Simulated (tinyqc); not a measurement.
Interfaces: Cahn-Hilliard equation on a periodic one-dimensional grid. Computed by tinyqc, a small Python program. Command: `OMP_NUM_THREADS=1 python tinyqc.py 3023716 3023717 out.jsonl cahn walk`. One thread of a shared host (Intel(R) Xeon(R) Processor @ 2.30GHz), about 0.04 s of CPU time with the checks.

Free energy F = h sum_j [A (c_j^2 - 1)^2/4 + (kappa/2) ((c_(j+1) - c_j)/h)^2]; dc/dt = Lap(mu), mu = A (c^3 - c) - kappa Lap(c), Lap(y)_j = (y_(j+1) - 2 y_j + y_(j-1))/h^2, mobility 1; the grid has n = 12 points.

Inputs (values chosen for the exercise, in reduced units):
```
quantity                    value  unit
spacing h                     1.1     -
well depth A                  0.9     -
gradient coefficient kappa   0.87     -
mean composition c0          0.15     -
noise amplitude               0.1     -
time step dt                 0.14     -
end time                      100     -
```

Scheme: semi-implicit Fourier.

Method:
- Start: c_j = c0 + amplitude x (z_j - mean of z).
- With Fourier components y_m = sum_j y_j exp(-2 pi i j m/n): c_m(new) = [c_m - dt lambda_m N_m]/(1 + dt kappa lambda_m^2), N = A (c^3 - c), lambda_m = (4/h^2) sin^2(pi m/n).
- Run to the end time; break off if |c| exceeds 3 or F has risen by more than 1e-9 in more than 30 steps. Domains = stretches with c > c0.
- Continuum wall between c = -1 and +1: c = tanh(x/w), w = sqrt(2 kappa/A), energy s = (2/3) sqrt(2 kappa A). With two walls per domain, the estimate of F at the end is 2 x domains x s. Volume fraction of the +1 phase by the lever rule: (1 + c0)/2.

random numbers: -0.691  0.362  0.639  0.971  -0.245  0.449  -0.605  -0.366  0.648  0.429  -0.270  -0.352

Course:
```
step      t        F      min c     max c  domains
0      0.00  2.84618   0.072825  0.239025        3
14     1.96  2.83440   0.072827  0.234142        2
36     5.04  2.83101   0.047990  0.268528        2
71     9.94  2.81796  -0.017656  0.338734        2
107   14.98  2.78028  -0.123094  0.436000        2
143   20.02  2.67411  -0.264311  0.542282        1
214   29.96  1.87992  -0.710145  0.747964        1
286   40.04  1.62724  -0.905205  0.956145        1
393   55.02  1.62369  -0.924241  0.977188        1
500   70.00  1.62276  -0.926022  0.977667        1
607   84.98  1.62209  -0.927108  0.977812        1
714   99.96  1.62164  -0.927816  0.977908        1
```

F at the end = 1.62164

c at the end: -0.394616  0.454551  0.852378  0.960172  0.977908  0.948144  0.806673  0.322711  -0.511444  -0.862189  -0.927816  -0.826470

wall half width w = 1.3904

wall energy s = 0.83427

estimate of F = 1.6685

volume fraction = 0.575

w/h = 1.2640

What does the comparison show, and why?

The run ends at F = 1.6216, 0.97 of the estimate: close to it, but the extremes of c are -0.928 and 0.978.
